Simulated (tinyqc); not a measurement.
Space-charge-limited current with shallow traps: one step of the calculation.

One carrier type, drift only, an injecting contact at x = 0 (zero field) and thickness L. The share th = y/(1 + y), y = (Nc/Nt) exp(-Et/kB T), of the injected charge is free: J = q mu n F, eps0 eps_r dF/dx = q (n - n0)/th.

Task. The exact current. Exact: with u = n0/n(L), w = -u - ln(1 - u) and v = -u - u^2/2 - ln(1 - u), V = (q n0 L^2/(th eps0 eps_r)) v/w^2 and J = q^2 n0^2 mu L/(th eps0 eps_r w). v/w^2 falls steadily with u, so u follows by bisection.

Values chosen for this exercise: temperature T = 350 K; relative permittivity eps_r = 10.6; mobility mu = 0.00011 cm^2/(V s); thickness L = 4900 nm; band density of states Nc = 1.5e20 cm^-3; trap density Nt = 2.8e15 cm^-3; trap depth Et = 0.52 eV; free carrier density in equilibrium n0 = 1.9e10 cm^-3; voltage V = 4.5 V.

Constants: q = 1.602176634e-19 C, kB = 1.380649e-23 J/K, Vt = kB T/q, eps0 = 8.8541878128e-14 F/cm where lengths are in cm. Results are converted to the units shown.

Wanted: v/w^2; u; w; J; exit field over V/L.

Result.

v/w^2 = 10.054
u = 0.12297
w = 0.0082437
J = 3.7105e-8 A/cm^2
exit field over V/L = 1.4837

J is 2.0 % below the plain sum of the two limits; the exit field lies between the ohmic 1 and the Mott-Gurney 1.5.

Range of the model: Diffusion and a field-dependent mobility are left out. With injecting contacts the diffusion current, about 4 pi^2 Vt th eps0 eps_r mu V/L^3, equals the Mott-Gurney current at V = 35 kB T/q (0.9 V at 300 K), so the drift-only result needs V well above that.

Program tinyqc, `OMP_NUM_THREADS=1 python tinyqc.py 2370042 2370043 out.jsonl`; Intel Xeon 2.30GHz, shared host, one thread, about 0.01 s.
